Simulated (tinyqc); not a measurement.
Ballistic Schottky-barrier transistor with a two-dimensional channel, WKB contacts: two steps of the calculation.

Source Fermi level 0, drain Fermi level -Vd. Far from the contacts Ec = pn - psi, and the gate moves psi one to one; the band edges relax as exp(-x/lam) from pn at the source and pn - Vd at the drain; Ev = Ec - Eg. A carrier of energy w inside the channel band meets at a contact a barrier of height D (the contact edge beyond the channel edge): T = 1 for w >= D, else exp(-S), S = 4 lam sqrt(m/C) [sqrt(D - w) - sqrt(w) arctan sqrt((D - w)/w)], C = hbar^2/(2 m0). The two contacts combine as Ts Td/(Ts + Td - Ts Td).

Inputs (values chosen for the exercise); channel values close to those of a molybdenum disulphide layer:
```
symbol,value,unit,meaning
T,300,K,temperature
Eg,1.7,eV,band gap
pn,0.42,eV,barrier for electrons at both contacts
mp,0.58,m0,hole mass
g,2,,valleys or subbands
lam,3.9,nm,screening length at the contacts
Vd,0.05,V,drain bias
ps,-1.22,V,band shift psi of the channel by the gate
w0,0.45,eV,energy of one carrier inside the channel band
wm,1.5,eV,upper end of the grid
nE,15,,points of the grid
```

Constants: q = 1.602176634e-19 C, kB = 1.380649e-23 J/K, hbar = 1.054571817e-34 J s, h = 6.62607015e-34 J s, m0 = 9.1093837015e-31 kg, Vt = kB T/q, hbar^2/(2 m0) = 0.0380998212 eV nm^2. Results are converted to the units shown.

Problem 1. Transmission of one of the holes. S and T at both contacts for w = w0, and the tunnelling distance lam ln(D/w) at the higher barrier.

D for holes (eV): source 1.2200000, drain 1.2700000

Give: S at the source; S at the drain; combined T; tunnelling distance.

Solution 1.

S at the source = 15.92
S at the drain = 17.01
combined T = 3.057e-8
tunnelling distance = 4.046 nm

Problem 2. Current of the holes on a coarse grid. I/W = g (2 q^2/h) int T(w) [N(Es + w) - N(Ed + w)] dw with w the energy of motion along the channel, N(y) = (1/2 pi) sqrt(pi m kB T/C) Fm(-y/kB T), Fm(x) = (1/sqrt(pi)) int_0^infinity u^(-1/2)/(1 + exp(u - x)) du. Electrons: Ds = psi, Dd = psi - Vd, Es = Ec, Ed = Ec + Vd. Holes: Ds = -psi, Dd = Vd - psi, Es = -Ev, Ed = -Ev - Vd. The size of each current is taken; both flow from drain to source and add. Simpson's rule on nE equally spaced w from 0 to wm.

Give: w; Ts; Td; T; size of the supply difference; current.

Solution 2.

```
point  w (eV)         Ts         Td          T  size of the supply difference (1/um)
0       0.000  6.350e-30  1.624e-30  1.293e-30                                 66.47
1       0.107  1.266e-17  3.437e-18  2.703e-18                                 1.616
2       0.214  2.630e-13  7.606e-14  5.900e-14                               0.02583
3       0.321  2.544e-10  7.858e-11  6.003e-11                              4.096e-4
4       0.429   4.877e-8   1.616e-8   1.214e-8                              6.492e-6
5       0.536   3.236e-6   1.156e-6   8.519e-7                              1.029e-7
6       0.643   9.841e-5   3.812e-5   2.748e-5                              1.631e-9
7       0.750   0.001610   6.815e-4   4.791e-4                             2.586e-11
8       0.857    0.01561   0.007295   0.004997                             4.099e-13
9       0.964    0.09481    0.04963    0.03367                             6.498e-15
10      1.071     0.3670     0.2207     0.1599                             1.030e-16
11      1.179     0.8675     0.6345     0.5784                             1.633e-18
12      1.286      1.000      1.000      1.000                             2.588e-20
13      1.393      1.000      1.000      1.000                             4.103e-22
14      1.500      1.000      1.000      1.000                             6.504e-24
```

current = 4.173e-12 uA/um

Range of the model: No scattering, image-force lowering, channel charge or band-to-band tunnelling; parabolic kappa overstates S deep in the gap.

Program tinyqc, `OMP_NUM_THREADS=1 python tinyqc.py 2390141 2390142 out.jsonl`; Intel Xeon 2.30GHz, shared host, one thread, about 0.5 s.
